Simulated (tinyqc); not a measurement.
AlGaN/GaN HEMT with access regions, lumped model: two steps of the calculation.

A polarisation-induced electron sheet under a Schottky gate, in series with two ungated access regions and contacts. Drift law v = mu E/(1 + mu E/vs) under the gate. Currents in mA/mm, resistances in ohm mm. No self-heating, no channel-length modulation; fits for polarisation, barrier and offset are chosen for the exercise.

Inputs (values chosen for the exercise); values close to those of AlGaN/GaN structures:
- x = 0.18 (aluminium share of the barrier)
- d = 25 nm (barrier thickness)
- eps_r = 9.5 (relative permittivity of barrier and channel)
- mu = 1600 cm^2/(V s) (channel mobility)
- vs = 1.4e7 cm/s (saturation velocity)
- Lg = 1.5 um (gate length)
- Ls = 1.5 um (source access length)
- Ld = 2 um (drain access length)
- Rc = 0.23 ohm mm (resistance of each contact)
- ft = 0.21 (share of the drain-access electrons removed by traps)
- Vg = -0.5 V (gate voltage)
- Vd = 6 V (drain voltage)
- Ec = 3 MV/cm (critical field)
- te = 0.26 um (depth over which the depleted charge spreads)
- tf = 50 nm (insulator under the field plate)
- ei = 3.9 (relative permittivity of that insulator)

Constants: q = 1.602176634e-19 C, eps0 = 8.8541878128e-14 F/cm where lengths are in cm. Results are converted to the units shown.

Task 1. Drain current. Access resistance R(L, n) = L/(q mu n sqrt(1 - (I/(q n vs))^2)); Rs = Rc + R(Ls, n0), Rd = Rc + R(Ld, (1 - ft) n0). Vg' = Vg - I Rs, Vd' = Vd - I (Rs + Rd); with u = Vg' - VT, Vc = vs Lg/mu and w the smaller of Vd' and Vc [sqrt(1 + 2 u/Vc) - 1] (0 if negative), the channel gives (mu Cb/Lg)(u w - w^2/2)/(1 + w/Vc). I(new) is that channel current.

I at the start = 390 mA/mm
VT = -3.6966839 V
Cb = 0.33645914 uF/cm^2
n0 = 7.7630833e12 cm^-2

Give: Rs; Rd; Vg'; Vd'; channel current; I after iteration 1.

Result 1.

Rs = 1.0034 ohm mm
Rd = 1.5566 ohm mm
Vg' = -0.89132 V
Vd' = 5.0016 V
channel current = 519.77 mA/mm
I after iteration 1 = 519.77 mA/mm

Task 2. On-resistance and breakdown. sigma = (5e13 x + 1.6e13 x^2) cm^-2, phiB = 0.84 + 1.3 x, dEc = 0.7 (1.71 x + x^2) in volts, Cb = eps0 eps_r/d, VT = phiB - dEc - q sigma/Cb, access density n0 = -Cb VT/q. Ron = 2 Rc + Ls/(q mu n0) + Ld/(q mu (1 - ft) n0) + Lg/(mu Cb (Vg - VT)). Off state: a depleted stretch that holds the voltage V has the peak field sqrt(k V), k = 2 q n0/(eps0 eps_r te), so one edge holds V1 = Ec^2/k. The sheet under the plate pinches off at Vf = q n0 (1/Cb + tf/(eps0 ei)); beyond it the gate edge is screened. BV = V1 if Vf >= V1, else Vf + V1, and at most Ec Ld. Specific resistance Ron (Ls + Lg + Ld); figure of merit BV^2 over it.

Wanted: Ron; Vf; V1; BV; specific resistance; figure of merit.

Result 2.

Ron = 3.3575 ohm mm
Vf = 21.706 V
V1 = 79.125 V
BV = 100.83 V
specific resistance = 0.16788 mohm cm^2
figure of merit = 60.562 MW/cm^2

The plate raises BV by a factor of 1.27.

Computed by the program tinyqc: `OMP_NUM_THREADS=1 python tinyqc.py 2570144 2570145 out.jsonl`, one thread of a shared Intel Xeon 2.30GHz, about 0.03 s for the whole run.
